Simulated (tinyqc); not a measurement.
# p-i-n junction, non-linear Poisson equation by Newton steps: effects of single changes

One dimension, p side on the left, n side on the right; net doping C = -Na for x < 0, 0 for 0 < x < Li and +Nd beyond. The potential psi is counted from the intrinsic level, and the quasi-Fermi potentials are flat: 0 for holes and -V for electrons, so n = ni exp((psi + V)/Vt) and p = ni exp(-psi/Vt) (Boltzmann statistics, full ionisation, no current).

Inputs (values chosen for the exercise); band and dielectric values close to those of gallium phosphide: temperature T = 250 K; band gap Eg = 2.3 eV; relative permittivity eps_r = 11.1; conduction-band density of states at T Nc = 1.35e19 cm^-3; valence-band density of states at T Nv = 1.46e19 cm^-3; acceptor density of the p side Na = 1.3e18 cm^-3; donor density of the n side Nd = 1e17 cm^-3; bias of the p side against the n side V = 0 V; width of the undoped layer, from x = 0 to Li Li = 140 nm.

Constants: q = 1.602176634e-19 C, kB = 1.380649e-23 J/K, Vt = kB T/q, eps0 = 8.8541878128e-14 F/cm where lengths are in cm. Results are converted to the units shown.

Each table varies one quantity; the others keep the values above.

## Capacitance and field against bias

The Poisson equation d/dx(eps0 eps_r dpsi/dx) = -q (p - n + C) is solved on a mesh of more than 1000 nodes that ends in neutral material (psi_p = -Vt ln(Na/ni), psi_n = Vt ln(Nd/ni) - V). C_j = q d/dV of the integral of p over x, from the linearised equation. ni = sqrt(Nc Nv) exp(-Eg/(2 Vt)), Eg in volts. Depletion approximation: Vbi = Vt ln(Na Nd/ni^2), W = sqrt(2 eps0 eps_r (Vbi - V)(1/Na + 1/Nd)/q), xp = W Nd/(Na + Nd), xn = W Na/(Na + Nd), peak field 2 (Vbi - V)/W, capacitance eps0 eps_r/W. The last column applies it to an abrupt Na-Nd junction.

Capacitance and field against bias:
```
V (V)  peak |E| (kV/cm)  C_j (nF/cm^2)  1/C_j^2 (cm^4/uF^2)  eps0 eps_r/C_j (nm)  abrupt depletion C (nF/cm^2)
0                 120.5          45.23                488.9                217.3                         58.42
-0.22             129.6          43.88                519.3                224.0                         55.63
-0.44             138.6          42.65                549.7                230.4                         53.21
-0.67             148.0          41.48                581.3                237.0                         50.99
-0.89             156.8          40.44                611.5                243.0                         49.10
-1.11             165.5          39.48                641.7                249.0                         47.41
-1.33             174.1          38.58                671.8                254.7                         45.89
-1.56             182.9          37.71                703.3                260.6                         44.44
-1.78             191.2          36.92                733.5                266.2                         43.17
-2                199.3          36.19                763.6                271.6                         42.01
```

Read the table: what changes, and by how much?

With V going from 0 to -2 V, C_j falls from 45.2 to 36.2 nF/cm^2 and the peak field rises from 121 to 199 kV/cm. The slope of 1/C_j^2, read as N = 2/(q eps0 eps_r |slope|), gives 9.18e16 cm^-3 between the first two rows and 9.28e16 cm^-3 between the last two, against Na Nd/(Na + Nd) = 9.29e16 cm^-3; the slopes of all rows agree within 1 %, as for uniform doping at both edges. At the end C_j goes as (Vbi - V)^(-0.37) with Vbi = 2.14 V, and it is 14 % below the abrupt depletion formula (at the first row 23 % below it).

## Effect of the width of the undoped layer

Same model as above.

The abrupt values quoted are those of these depletion formulas.

Result of one run:
```
Li (nm)  peak |E| (kV/cm)  C_j (nF/cm^2)  eps0 eps_r/C_j (nm)
25                    217           58.4                  168
```

What becomes of these results when the width of the undoped layer, from x = 0 to Li Li is changed from 25 to 140 nm, all else the same?

Result of the changed run:
```
Li (nm)  peak |E| (kV/cm)  C_j (nF/cm^2)  eps0 eps_r/C_j (nm)
140                   121           45.2                  217
```

The whole series:
```
Li (nm)  peak |E| (kV/cm)  C_j (nF/cm^2)  eps0 eps_r/C_j (nm)
18                    226           58.7                  168
25                    217           58.4                  168
35                    205           57.8                  170
49                    189           56.6                  174
70                    168           54.4                  181
99                    145           50.8                  194
140                   121           45.2                  217
```

As Li grows from 18 to 140 nm, the peak field falls from 226 to 121 kV/cm and C_j falls from 58.7 to 45.2 nF/cm^2. The abrupt depletion formulas give 255 kV/cm and W = 168 nm; the first row's field is 11 % below that and the last row's 53 % below it. The same voltage drops over a longer distance, so the field falls.

tinyqc, about 0.07 s, one thread, Intel Xeon 2.30GHz (shared host): `OMP_NUM_THREADS=1 python tinyqc.py 2000144 2000145 out.jsonl`
